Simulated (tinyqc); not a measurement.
What moves the results: density of states of one tight-binding band on the simple cubic lattice. A value that a table varies takes the place of the one given here.

E(k) = -2 t (c1 + c2 + c3) - 4 t2 (c1 c2 + c2 c3 + c3 c1) with ci = cos(2 pi ki); k in fractions of the reciprocal vectors, mesh k_i = j/N with j = 0 .. N-1. Densities are per cell and per spin, so the band holds one state.

Each cube of the mesh, corners numbered 0 to 7 as the binary number (i j l), is cut into six tetrahedra around the diagonal 0-7: 0137, 0157, 0237, 0267, 0457, 0467. For corner energies e1 <= e2 <= e3 <= e4 and eij = ei - ej, the share of the tetrahedron below E is n = (E - e1)^3/(e21 e31 e41) for e1 < E < e2; n = [e21^2 + 3 e21 x + 3 x^2 - (e31 + e42) x^3/(e32 e42)]/(e31 e41) with x = E - e2 for e2 < E < e3; n = 1 - (e4 - E)^3/(e41 e42 e43) for e3 < E < e4; its density of states is g = dn/dE.

Gaussian broadening: g(E) = mean over the mesh of exp(-(E - E_k)^2/(2 sigma^2))/(sigma sqrt(2 pi)), n(E) = mean of erfc((E_k - E)/(sigma sqrt 2))/2.

Inputs chosen for the exercise: t = 0.62 eV (nearest hopping); t2 = 0 eV (second hopping); N2 = 12 (mesh points along each axis in this comparison); sigma = 0.31 eV (Gaussian width); E = -2.82 eV (energy at which the density is wanted).

## Three ways to the same curve

N = N2 here; the reference is the linear method with N = 36.

g(E) (1/eV):
```
E (eV)  reference  linear tetrahedra  Gaussian, sigma  Gaussian, sigma/4  reference n(E)
-3.043      0.049              0.049            0.049              0.042           0.021
-2.367      0.084              0.083            0.086              0.133           0.065
-1.690      0.134              0.134            0.142              0.232           0.138
-1.014      0.233              0.235            0.218              0.257           0.265
-0.337      0.231              0.235            0.229              0.082           0.422
0.339       0.231              0.235            0.229              0.084           0.578
1.015       0.233              0.235            0.218              0.260           0.735
1.692       0.134              0.134            0.142              0.233           0.862
2.368       0.084              0.083            0.086              0.132           0.935
3.044       0.049              0.048            0.049              0.042           0.979
```

Root-mean-square errors against the reference: 0.0023 for linear tetrahedra, 0.0075 for sigma and 0.0832 for sigma/4. The narrow Gaussian is worse than the wide one, because it resolves the separate mesh levels. The reference is highest at -1.014 and 1.015 eV of the energies listed, and half filling lies between -0.337 and 0.339 eV.

## Convergence with the mesh

At the energy E; the plain count is the share of mesh points below E; the reference is the linear method with N = 36.

Results:
```
N   points  g linear  n linear  g Gaussian  n Gaussian  n plain count
4       64    0.0266    0.0080      0.0664      0.0284         0.0156
6      216    0.0538    0.0180      0.0637      0.0349         0.0324
8      512    0.0546    0.0251      0.0589      0.0363         0.0371
12    1728    0.0581    0.0295      0.0606      0.0358         0.0330
16    4096    0.0595    0.0312      0.0608      0.0357         0.0359
20    8000    0.0601    0.0319      0.0608      0.0357         0.0321
```

reference n and g: 0.0329  0.0602

The linear n(E) stays within 0.002 of the reference from N = 16 on. The Gaussian g stays within 1 % of its last value from N = 12 on; it tends to the broadened curve, not the true one. At the last mesh it lies +0.001 1/eV from the reference g and the linear g 0.000. The plain count errs by -0.0008 at the last mesh.

## Critical points

The gradient vanishes at these points by symmetry; the signs of the eigenvalues of the second-derivative matrix give the type.

Critical points:
```
point                k   E (eV)  positive  negative     type
Gamma        (0, 0, 0)  -3.7200         3         0  minimum
X          (0.5, 0, 0)  -1.2400         2         1   saddle
M        (0.5, 0.5, 0)   1.2400         1         2   saddle
R      (0.5, 0.5, 0.5)   3.7200         0         3  maximum
```

Gamma is a minimum at -3.720 eV: its contribution to g starts as a square root. X is a saddle at -1.240 eV: g has a square-root kink there. M is a saddle at 1.240 eV: g has a square-root kink there. R is a maximum at 3.720 eV: its contribution to g ends as a square root.

## What moves the count of states

Linear method and Gaussian sum with N = 14. Each row changes one parameter from the base and keeps the others.

Results:
```
case             n linear  g linear (1/eV)  n Gaussian  g Gaussian (1/eV)
base               0.0304           0.0590      0.0357             0.0608
t = 0.682 eV       0.0473           0.0659      0.0526             0.0676
E = -2.758 eV      0.0342           0.0624      0.0396             0.0641
sigma = 0.62 eV    0.0304           0.0590      0.0438             0.0627
t2 = 0.031 eV      0.0417           0.0589      0.0466             0.0603
```

The largest shifts from the base row, up to three for each result and ties (the steps differ in size, so this ranks the rows, not the parameters). n linear: t +0.0169, t2 +0.0113, E +0.0038; unchanged at the printed digits by sigma. g linear (1/eV): t +0.0069, E +0.0034, t2 -0.0001; unchanged at the printed digits by sigma. n Gaussian: t +0.0169, t2 +0.0109, sigma +0.0080. g Gaussian (1/eV): t +0.0068, E +0.0033, sigma +0.0019.

Computed by tinyqc, a small Python program: `OMP_NUM_THREADS=1 python tinyqc.py 1680611 1680612 out.jsonl` (the numbers bound the seed that draws the inputs); one thread of a shared host (Intel(R) Xeon(R) Processor @ 2.30GHz), about 0.2 s for the whole set of steps.
